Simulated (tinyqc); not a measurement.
## Composition from the perpendicular lattice constant

Inverse problem. The layer is x parts of the first compound and 1 - x of the second, grown coherently on the second as substrate and barrier. Rows of the table: lattice constant a, average valence level Ea on an absolute scale, spin-orbit splitting so, gaps at Gamma, X and L, hydrostatic deformation potentials av and ac (Gamma), shear potential b, elastic constants, electron and heavy-hole (along z) masses. All are interpolated linearly in x; gaps get -C x (1 - x), taken wholly in the conduction band; real line-ups can differ from this model by 0.1 eV or more. In-plane strain e = (a_substrate - a)/a, e_z = -2 (c12/c11) e, volume change 2 e + e_z. X-ray diffraction gives a_z = a (1 + e_z) of the coherent layer. Find x, e and the relaxed Gamma gap.

Parameters, values chosen for the exercise: bowing of the Gamma gap CG = 0.477 eV; bowing of the X gap CX = 1.4 eV; bowing of the L gap CL = 0.33 eV.

Binary compounds, values chosen for the exercise:
```
              close to InAs  close to GaAs
a (angstrom)          6.058          5.653
Ea (eV)               -6.67          -6.92
so (eV)               0.382          0.336
EG (eV)               0.357           1.42
EX (eV)                1.37           1.88
EL (eV)                1.07           1.73
av (eV)               0.992           1.15
ac (eV)               -5.07          -7.21
b (eV)                -1.79          -1.71
c11 (GPa)              83.9            119
c12 (GPa)              44.6           54.3
me (m0)              0.0232         0.0661
mh (m0)                0.33          0.348
```

lattice constant along the growth direction = 5.72307219 angstrom

Solution. a_z changes steadily with x, about (1 + 2 c12/c11) times as fast as the relaxed lattice constant, so one composition matches.

x = 0.09000
e = -0.6407 %
relaxed Gamma gap = 1.285 eV

Numbers from tinyqc (`OMP_NUM_THREADS=1 python tinyqc.py 2690047 2690048 out.jsonl`; about 0.01 s on one thread of a shared Intel Xeon 2.30GHz).
